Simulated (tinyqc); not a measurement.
Raman line shape of confined optical phonons and breathing modes of small crystals. From breathing wavenumber back to size L. Computed by tinyqc, a small Python program. Command: `OMP_NUM_THREADS=1 python tinyqc.py 3023598 3023599 out.jsonl confine inv`. One thread of a shared host (Intel(R) Xeon(R) Processor @ 2.30GHz), about 0.03 s of CPU time with the checks.

Confinement in 3 direction(s) lets phonons with q away from zero scatter light. q is in units of 2 pi/a, from 0 to 1, and the branch is isotropic: omega(q)^2 = (omega_0^2 + omega_X^2)/2 + ((omega_0^2 - omega_X^2)/2) cos(pi q). The model and its constant beta are phenomenological; beta = 8 is the common choice.

Inputs (values chosen for the exercise, modelled on silicon): longitudinal velocity = 8980 m/s; transverse velocity = 5430 m/s.

Shape: sphere.

Constants: c = 299792458 m/s.

Method. Lamb: with s = omega R/v_L, R = L/2, the lowest radial mode solves tan(s)/s = 1/(1 - s^2 v_L^2/(4 v_T^2)), s between pi/2 and pi; wavenumber = s v_L/(2 pi c R).

Question. A run gave the result below. Find the size L, known to lie between 2.3 and 6.2 nm.

breathing wavenumber = 51.63246 1/cm

Answer.

Each step takes the trial c = (a f_b - b f_a)/(f_b - f_a), f being the result less the target and a, b, c the logarithms of the listed values; c replaces end b, the old b replaces a if the sign of f changed, and otherwise f_a is halved.

Scan of the range:
```
size L (nm)  breathing wavenumber (1/cm)
2.30                             102.996
2.71                              87.413
3.20                              74.028
3.78                              62.669
4.45                              53.234
5.26                              45.036
6.20                              38.208
```

False position (Illinois rule, in the logarithm of the input) inside the bracket:
```
step    end a    end b    trial  breathing wavenumber (1/cm)
1     4.45000  5.26000  4.59775                      51.5229
2     4.45000  4.59775  4.57972                      51.7259
3     4.59775  4.57972  4.58801                      51.6324
4     4.57972  4.58801  4.58800                      51.6325
5     4.57972  4.58800  4.58800                      51.6325
6     4.58800  4.58800  4.58800                      51.6325
```

Breathing wavenumber falls at every point of a 13-point scan of the range (every second point is shown), so one value fits; it is bracketed by 4.45 and 5.26. The scan shows a pure power law with exponent -1.000, so scaling from any one row also gives the answer directly. Answer: size L = 4.588 nm.
